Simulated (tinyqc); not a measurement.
Inside a calculation. Method: RKS/exchange-only LDA in the 6-31g basis, for He, spin multiplicity 1. One step of it, computed by the program tinyqc.

Question. Iteration 1: diagonalisation and new density. Diagonalise F' = X^T F X, C = X C', fill 1 alpha and 1 beta electrons from the bottom; D = 2 C_occ C_occ^T. Each column has its largest component positive (the first on a tie).

Kohn-Sham matrix F (hartree):
```
           1He 1s     1He 2s
1He 1s   0.050796  -0.494615
1He 2s  -0.494615  -0.081251
```

X:
```
           1He 1s     1He 2s
1He 1s   1.217774  -0.435508
1He 2s  -0.435508   1.217774
```

Give: F' = X^T F X; orbital energies; coefficients C; D after iteration 1.

Answer.

F' = X^T F X (hartree):
```
         1        2
1   0.5846  -0.8112
2  -0.8112   0.4138
```

orbital energies (hartree): MO1 -0.3165, MO2 1.3148

coefficients C:
```
           MO1      MO2
1He 1s  0.4911   1.1964
1He 2s  0.6137  -1.1384
```

D after iteration 1:
```
        1He 1s  1He 2s
1He 1s  0.4824  0.6027
1He 2s  0.6027  0.7532
```
